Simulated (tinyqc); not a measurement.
Trench capacitor in an array: capacitance, non-linearity, leakage and relaxation: two steps of the calculation.

A film between two metal electrodes, each interface adding a series capacitance ci. The small-signal permittivity is ek (1 + aq E^2); the field is found with the linear permittivity. Leakage J = J0 sinh(E/Ef). After a voltage step the film passes a relaxation current kr C V tt^(-nr), tt being the time in seconds. The sidewall is a coaxial capacitor with radii a = dm/2 - t and b = dm/2, depth AR dm; the end face is left out.

Inputs (values chosen for the exercise); permittivity of the order of that of aluminium oxide: relative permittivity of the film ek = 8.24; film thickness t = 19 nm; capacitance of each electrode interface (dead layer and screening) ci = 1000 uF/cm^2; quadratic field coefficient of the permittivity aq = 0.0028 cm^2/MV^2; bias V = 2.2 V; leakage prefactor J0 = 1.4e-11 A/cm^2; field for an e-fold rise of the leakage Ef = 0.49 MV/cm; diameter of the hole dm = 100 nm; aspect ratio, depth over diameter AR = 50; pitch of the square array pt = 180 nm; resistivity of the inner electrode rho = 220 uohm cm.

Constants: eps0 = 8.8541878128e-14 F/cm where lengths are in cm. Results are converted to the units shown.

Question 1. Planar capacitance, field and non-linearity. Planar film: Cf = eps0 ek/t, 1/C = 1/Cf + 2/ci, EOT = 3.9 eps0/C, effective permittivity C t/eps0, E = (V/t) C/Cf; quadratic coefficient [C(V)/C - 1]/V^2 with Cf (1 + aq E^2) in C(V).

Find: Cf; C; EOT; effective permittivity; E; quadratic coefficient; J.

Answer 1.

Cf = 0.3840 uF/cm^2
C = 0.3837 uF/cm^2
EOT = 9.000 nm
effective permittivity = 8.234
E = 1.157 MV/cm
quadratic coefficient = 773.8 ppm/V^2
J = 7.357e-11 A/cm^2

The interfaces take 0.0767 % of the voltage.

Question 2. Cell capacitance, fields and time constant. Per length 1/c = ln(b/a)/(2 pi eps0 ek) + (1/a + 1/b)/(2 pi ci); cell capacitance c AR dm; per footprint over pt^2; fields c V/(2 pi eps0 ek r) at r = a and b; resistance of the inner electrode rho AR dm/(pi a^2); time constant R C/3 of the distributed line.

Find: a; b; cell capacitance; capacitance per footprint; field at a; field at b; R; R C/3.

Answer 2.

a = 31.000 nm
b = 50.000 nm
cell capacitance = 4.7909 fF
capacitance per footprint = 14.787 uF/cm^2
field at a = 1.4834 MV/cm
field at b = 0.91970 MV/cm
R = 3.6435 kohm
R C/3 = 5.8186 ps

The array gives 38.5 times the planar capacitance per footprint; curvature makes the field at the inner electrode 1.28 times the planar value.

tinyqc, about 0.01 s, one thread, Intel Xeon 2.30GHz (shared host): `OMP_NUM_THREADS=1 python tinyqc.py 2102118 2102119 out.jsonl`
